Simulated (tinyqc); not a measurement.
Deformation potentials from a strained empirical pseudopotential: one step. Xu of the Delta valleys and b. Three cases, with inputs chosen for the exercise.

Question. For e = diag(-h/2, -h/2, h): E(Delta z) - E(Delta x) = Xu (ezz - exx), and without spin-orbit coupling E(Z) - E(X, Y) = 3 b (ezz - exx); Z is the single level, X and Y the pair.

Case 1.

Values chosen (out of a larger set: near those of Si; not measured data): h = 0.005 (size of the test strain).

Delta x, Delta z (eV): [1.0729820, 1.1327845]

valence levels (eV): [-0.0495250, 0.0247625, 0.0247625]

Case 2.

Values chosen (out of a larger set: near those of Si; not measured data): h = 0.004 (size of the test strain).

Delta x, Delta z (eV): [1.0846654, 1.1323950]

valence levels (eV): [-0.0394765, 0.0197382, 0.0197382]

Case 3.

Values chosen (out of a larger set: near those of Si; not measured data): h = 0.004 (size of the test strain).

Delta x, Delta z (eV): [1.1021805, 1.1499834]

valence levels (eV): [-0.0398361, 0.0199180, 0.0199180]

Give: Xu; b.

Answer.

Case 1.

Xu = 7.97 eV
b = -3.30 eV

Case 2.

Xu = 7.95 eV
b = -3.29 eV

Case 3.

Xu = 7.97 eV
b = -3.32 eV

Stretching along z raises the valleys on the z axis and lowers the Z valence state. One-sided differences carry an error of order h. A local potential fitted to band energies alone fixes these slopes only roughly; b tends to come out too large and Xu of L too small.

Computed by tinyqc, one run a case: `OMP_NUM_THREADS=1 python tinyqc.py N N+1 out.jsonl` with N = 1850570, 1850639, 1850671; one thread of a shared Intel(R) Xeon(R) Processor @ 2.30GHz, about 0.2 s a run at most.
